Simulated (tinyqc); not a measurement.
Composition of the buffer: band edges of strained Si(1-x)Ge(x) on relaxed Si(1-y)Ge(y).

Values are linear in the Ge fraction but for ED(x) = linear - CD x (1 - x) and a(x) = linear - Ca x (1 - x). Energies are on the common scale of Ev.

Coherent growth on a (110) face: e_par = (a(y) - a(x))/a(x), e_perp = -(C11 + 3 C12 - 2 C44)/(C11 + C12 + 2 C44) e_par; exx = eyy = (e_par + e_perp)/2, ezz = e_par, exy = (e_perp - e_par)/2, eyz = ezx = 0.

A valley with unit axis u lies at Ev + gap + (av + a_valley) tr(e) + Xu (u.e.u - tr(e)/3); the Delta axes are x, y, z and the L axes [111], [1-1-1], [-11-1], [-1-11]. The second-order shift of the Delta valleys under shear is left out; it lowers the pair normal to the sheared plane by tens of meV at a shear of 1 %.

Valence edges: Ev plus the levels of the 6 x 6 matrix of X, Y, Z times spin with -Dso/3 + l exx + m (eyy + ezz) on the diagonal (cyclic), n exy off it, l = av + 2 b, m = av - b, n = sqrt(3) d. Spin-orbit term (Dso/3) L.sigma on X, Y, Z with (L_k)_ij = -i epsilon_kij: <X+|H|Y+> = -i Dso/3, <X+|H|Z-> = Dso/3, <Y+|H|Z-> = -i Dso/3, <Z+|H|X-> = -Dso/3, <Z+|H|Y-> = i Dso/3, <X-|H|Y-> = i Dso/3, and their conjugates; + and - are the spin along z.

Inputs chosen for the exercise (end members near Si and Ge, in this order; the results hold for these values, not for the real material): a = (5.434, 5.659) angstrom (lattice constant); Dso = (0.044, 0.286) eV (spin-orbit splitting); av = (2.45, 1.24) eV (valence hydrostatic potential); b = (-2.12, -2.56) eV (tetragonal shear potential); d = (-4.79, -5.31) eV (trigonal shear potential); C11 = (163.5, 129.3) GPa; C12 = (64, 49) GPa; C44 = (79.2, 66.5) GPa; Ev = (0, 0.71) eV (top of the unstrained valence band); ED = (1.139, 0.937) eV (gap to the Delta valleys); EL = (2.039, 0.751) eV (gap to the L valleys); aD = (1.78, 1.39) eV (hydrostatic potential of the Delta gap); aL = (-3.15, -2.71) eV (hydrostatic potential of the L gap); XuD = (9.24, 9.17) eV (uniaxial potential, Delta); XuL = (16.65, 15.64) eV (uniaxial potential, L); CD = 0.208 eV (bowing of the Delta gap); Ca = 0 angstrom (bowing of the lattice constant); face = 110 (growth face); x = 1 (Ge fraction of the layer).

The layer is kept. dEc = Ec(buffer) - Ec(layer), dEv = Ev(layer) - Ev(buffer); buffer edges Ev(y) and Ev(y) + min(ED, EL). The digit behind Delta or L counts whole valleys.

Results:
```
y     e_par (%)  lowest valleys  gap (eV)  next valleys above (meV)  valence splitting (meV)  dEc (eV)  dEv (eV)
0.45      -2.19              L2     0.581                       117                      122    -0.028     0.444
0.53      -1.87              L2     0.606                       127                      112    -0.005     0.379
0.61      -1.55              L2     0.631                       137                       99     0.021     0.314
0.69      -1.23              L2     0.655                       147                       85     0.050     0.250
0.76      -0.95              L2     0.677                       145                       69     0.077     0.193
0.84      -0.64              L2     0.702                        97                       49     0.111     0.129
0.92      -0.32              L2     0.726                        48                       26     0.063     0.064
```

The gap is 0.581 eV in the first row and 0.726 eV in the last. The lowest valleys are L2 throughout. Per 0.1 of y the valence offset moves by -81 meV on average; the conduction offset lies between -28 and +111 meV, not monotonically. Both carriers sit on one side for y = 0.61, 0.69, 0.76, 0.84 and 0.92, and on opposite sides elsewhere. Offsets below about 30 meV are within the spread of parameter sets, so those rows do not settle the type. Strains above 2 % can be kept only in layers of a few nanometres.

tinyqc: `OMP_NUM_THREADS=1 python tinyqc.py 1051474 1051475 out.jsonl`; about 0.02 s, one thread, shared Intel(R) Xeon(R) Processor @ 2.30GHz.
